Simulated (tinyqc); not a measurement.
Depletion-mode phase shifter in a rib waveguide and its Mach-Zehnder modulator: two steps of the calculation.

A lateral p-n junction at x0 in a waveguide whose mode intensity is a Gaussian of rms width s about x = 0; p side at smaller x. Reverse bias removes carriers and raises the index. Abrupt junction, doping uniform over the whole mode, lumped electrode (no travelling-wave effects).

Inputs (values chosen for the exercise); values close to those of silicon near 1550 nm: relative permittivity of the semiconductor eps_r = 11.7; acceptor density Na = 1.6e18 cm^-3; donor density Nd = 3.8e17 cm^-3; built-in voltage Vb = 0.94 V; rms width of the lateral mode intensity s = 150 nm; junction offset towards the n side x0 = 90 nm; reverse bias V = 1 V.

Constants: q = 1.602176634e-19 C, eps0 = 8.8541878128e-14 F/cm where lengths are in cm. Results are converted to the units shown.

Task 1. Index and absorption of the doped regions. Free-carrier changes (empirical, N and P in cm^-3): |dn| = 8.5e-18 P^0.8 for holes, 8.8e-22 N for electrons; absorption 6e-18 P and 8.5e-18 N in 1/cm.

Find: dn_h; dn_e; a_h; a_e.

Result 1.

dn_h = 0.003110
dn_e = 3.344e-4
a_h = 9.600 1/cm
a_e = 3.230 1/cm

Index change per unit absorption: holes 3.24 um, electrons 1.04 um, a ratio of 3.13.

Task 2. Depletion edges and mode overlap. W = sqrt(2 eps0 eps_r (Vb + V)(1/Na + 1/Nd)/q); edges xp = x0 - W Nd/(Na + Nd), xn = x0 + W Na/(Na + Nd); F(x) = [1 + erf(x/(sqrt(2) s))]/2.

Find: W at 0 and at V; edge; F.

Result 2.

W at 0 and at V (nm): [62.92, 90.39]

| edge | edge (nm) | F |
|---|---|---|
| xp(0) | 77.92 | 0.6983 |
| xn(0) | 140.8 | 0.8261 |
| xp(V) | 72.65 | 0.6859 |
| xn(V) | 163.0 | 0.8615 |

Program tinyqc, `OMP_NUM_THREADS=1 python tinyqc.py 2650019 2650020 out.jsonl`; Intel Xeon 2.30GHz, shared host, one thread, about 0.01 s.
